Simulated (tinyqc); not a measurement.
# Inputs raised by 10 %, one at a time

Model: donor in an ellipsoidal valley (Kohn-Luttinger variational method). Computed by tinyqc, a small Python program. Command: `OMP_NUM_THREADS=1 python tinyqc.py 3011859 3011860 out.jsonl kohnlutt sens`. One thread of a shared host (Intel(R) Xeon(R) Processor @ 2.30GHz), about 0.1 s of CPU time with the checks.

H = -(d^2/dx^2 + d^2/dy^2) - gamma d^2/dz^2 - 2/r in units built on m_t, with gamma = m_t/m_l and z along the valley axis. One valley; no valley-orbit or central-cell term.

Inputs (values chosen for the exercise, modelled on silicon): transverse mass m_t = 0.189 m_0; longitudinal mass m_l = 0.903 m_0; dielectric constant eps = 11.8.

Constants: Ry = 13.605693123 eV; a_0 = 0.529177210903 angstrom.

Method:
- Ry* = Ry m_t/eps^2, a* = a_0 eps/m_t, gamma = m_t/m_l.
- Trial function exp(-sqrt((x^2 + y^2)/a^2 + z^2/b^2)) with beta = b/a < 1: E = t/a^2 - u/a, t = (2 + gamma/beta^2)/3, u = 2 arcsin(sqrt(1 - beta^2))/sqrt(1 - beta^2); the best a is 2 t/u and E(beta) = -u^2/(4 t).
- Golden-section search on beta from 0.05 to 0.999, 60 steps.
- Gaussian basis: g = P exp(-al (x^2 + y^2) - be z^2) with P = 1 (s-like), z (2p0) or x (2p+-); al = 0.004 x 2.6^k, k = 0..11, and be/al = 1, gamma^(-1/2) or 1/gamma (36 functions); 1/r = (2/sqrt(pi)) int exp(-t^2 r^2) dt by 48 Gauss-Legendre points after t = sqrt(al_i + al_j) tan(theta); overlap eigenvalues below 1e-10 are dropped.

Runs; columns: (1) input moved; (2) from; (3) to; (4) 1s binding energy, trial function (meV); (5) 2p0 binding energy (meV); (6) 2p+- binding energy (meV); (7) radius a of the 1s trial function (angstrom):
```
(1)                            (2)     (3)    (4)    (5)    (6)    (7)
base run                         -       -  28.86  10.61  5.923  24.75
transverse mass m_t (m_0)    0.189  0.2079  31.02  11.16  6.438  22.84
longitudinal mass m_l (m_0)  0.903  0.9933  29.52  11.08  5.992  24.39
dielectric constant eps       11.8   12.98  23.85   8.77  4.895  27.22
```

Exponents ln(y'/y) / ln(x'/x):
```
input                    1s binding energy, trial function  2p0 binding energy  2p+- binding energy  radius a of the 1s trial function
transverse mass m_t                                  0.758               0.532                0.875                             -0.842
longitudinal mass m_l                                0.237               0.460                0.121                             -0.155
dielectric constant eps                             -2.000              -2.000               -2.000                              1.000
```

To which inputs is each result most sensitive?

Among the inputs moved here: 1s binding energy, trial function answers most in size to dielectric constant eps (exponent -2.000), next to transverse mass m_t (+0.758). Its exponent -2.000 in dielectric constant eps: energies scale as 1/eps^2 and lengths as eps. 2p0 binding energy answers most in size to dielectric constant eps (exponent -2.000), next to transverse mass m_t (+0.532). Its exponent -2.000 in dielectric constant eps: energies scale as 1/eps^2 and lengths as eps. 2p+- binding energy answers most in size to dielectric constant eps (exponent -2.000), next to transverse mass m_t (+0.875). Its exponent -2.000 in dielectric constant eps: energies scale as 1/eps^2 and lengths as eps. Radius a of the 1s trial function answers most in size to dielectric constant eps (exponent +1.000), next to transverse mass m_t (-0.842). Its exponent +1.000 in dielectric constant eps: energies scale as 1/eps^2 and lengths as eps.
